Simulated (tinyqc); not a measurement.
Plain band against climbing image: nudged elastic band on a two-dimensional model surface. Computed by tinyqc, a small Python program. Command: `OMP_NUM_THREADS=1 python tinyqc.py 3018444 3018445 out.jsonl neb walk`. One thread of a shared host (Intel(R) Xeon(R) Processor @ 2.30GHz), about 0.1 s of CPU time with the checks.

V(x, y) = -A (cos kx + cos ky) - B cos kx cos ky + (C sin ky + S sin kx)(1 - cos kx), k = 2 pi/a; the atom hops from the minimum at (0, 0) to that at (a, 0).

Inputs (values chosen for the exercise, for a model surface):
```
quantity               value           unit
amplitude A             0.25             eV
amplitude B          -0.0077             eV
skew C                 0.047             eV
asymmetry S           -0.033             eV
period a                 3.7       angstrom
spring constant k_s      0.3  eV/angstrom^2
step factor eta         0.51  angstrom^2/eV
```

Surface: adatom on a square lattice. Climbing image: on.

Method:
- Newton steps x(new) = x - H^-1 grad V (moves limited to 0.3 angstrom) from (0, 0), (a, 0) and (a/2, 0) give the two minima and the saddle.
- Tangent at image i: towards the higher neighbour if the energies rise or fall through i; at a maximum or minimum, tau = t+ dmax + t- dmin if V(i+1) > V(i-1), else t+ dmin + t- dmax, with t+ = R(i+1) - R(i), t- = R(i) - R(i-1) and dmax, dmin the larger and smaller of |V(i+1) - V(i)| and |V(i-1) - V(i)|; then normalise. Force F = -grad V + (grad V.tau) tau + k_s (|t+| - |t-|) tau.
- With a climbing image, the highest image feels instead F = -grad V + 2 (grad V.tau) tau and no spring.
- Update R(new) = R + eta F; the end points stay fixed.
- Images are counted without the end points, and convergence is judged on the largest force on an image. Each run starts on the straight line with the same k_s and eta, for at most 1500 iterations; errors are against the Newton saddle; a dash marks a run that did not reach 1e-4 eV/angstrom.

positions (angstrom):
```
              x         y
start   0.00000   0.00000
end     3.70000   0.00000
saddle  2.00807  -0.20277
```

energies (eV): start -0.492300, end -0.492300, saddle -0.015239

barrier from the start = 0.477061 eV

Error of the highest image (meV) and iterations:
```
images  plain, error  plain, iterations  climbing, error  climbing, iterations
2            -81.709                 17                0                    25
3             -9.043                 16                0                    23
4            -17.892                 16                0                    39
5             -9.031                 17                0                    38
6             -4.537                 19                0                    54
8             -0.936                 26                0                    60
10            -0.054                 30                0                    44
```

What does the comparison show, and why?

The plain band underestimates the barrier by 0.05 to 81.71 meV, depending on how near an image falls to the saddle (worst for 2 images, best for 10). The climbing image is within about 0.001 meV in every converged run, so few images suffice for the barrier.

Extremes, crossings and ranges named in words are read from the listed rows.
